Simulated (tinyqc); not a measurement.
Doping and barrier from two capacitances.

Problem. A Schottky diode on a uniformly doped n-type layer obeys (A/C)^2 = 2 (Vbi - V - Vt)/(q eps0 eps_r Nd) in reverse bias, with phiB = Vbi + Vt ln(Nc/Nd) and image force ignored. Find Nd, Vbi and phiB.

Inputs (values chosen for the exercise); band and dielectric values close to those of indium phosphide:
```
symbol,value,unit,meaning
T,400,K,temperature
eps_r,12.4,,relative permittivity
Nc,8.65e17,cm^-3,conduction-band density of states at T
A,0.003,cm^2,diode area
```

Constants: q = 1.602176634e-19 C, kB = 1.380649e-23 J/K, Vt = kB T/q, eps0 = 8.8541878128e-14 F/cm where lengths are in cm. Results are converted to the units shown.

C at V = -0.3 and -6.7 V (pF): 137.67699  49.734397

Answer. The slope of (A/C)^2 against -V gives Nd, the intercept Vbi - Vt, and the Fermi-level depth Vt ln(Nc/Nd) is added for the barrier.

Nd = 2.30e16 cm^-3
Vbi = 0.695 V
phiB = 0.820 eV

Numbers from tinyqc (`OMP_NUM_THREADS=1 python tinyqc.py 2020041 2020042 out.jsonl`; about 0.06 s on one thread of a shared Intel Xeon 2.30GHz).
